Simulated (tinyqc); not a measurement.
One anharmonic mode: perturbation theory, self-consistent phonons and exact levels: one step, computed by the program tinyqc. Command: `OMP_NUM_THREADS=1 python tinyqc.py 3019030 3019031 out.jsonl scp walk`. One thread of a shared host (Intel(R) Xeon(R) Processor @ 2.30GHz), about 0.03 s of CPU time with the checks.

V(x) = k x^2/2 + b x^4 for one coordinate x of mass M. A constant K > 0 gives hbar Omega = sqrt((hbar^2/u) K/M) with K in eV/angstrom^2 and M in u.

Task: Shape of the double well. Minima at x_0 = sqrt(-k/(4 b)), depth k^2/(16 b), curvature -2k there.

Inputs (values chosen for the exercise, for a model mode): mode mass M = 115 u; harmonic constant k = -0.416 eV/angstrom^2; quartic constant b = 19 eV/angstrom^4.

Shape: double well.

Constants: hbar^2/u = 4.18015928e-03 eV angstrom^2.

Give: x_0; well depth; harmonic quantum in a well; depth / zero-point energy of a well.

Result:

x_0 = 0.073984 angstrom

well depth = 0.56926 meV

harmonic quantum in a well = 5.4993 meV

depth / zero-point energy of a well = 0.20703

The zero-point energy exceeds the depth, so the ground state spreads over the barrier.
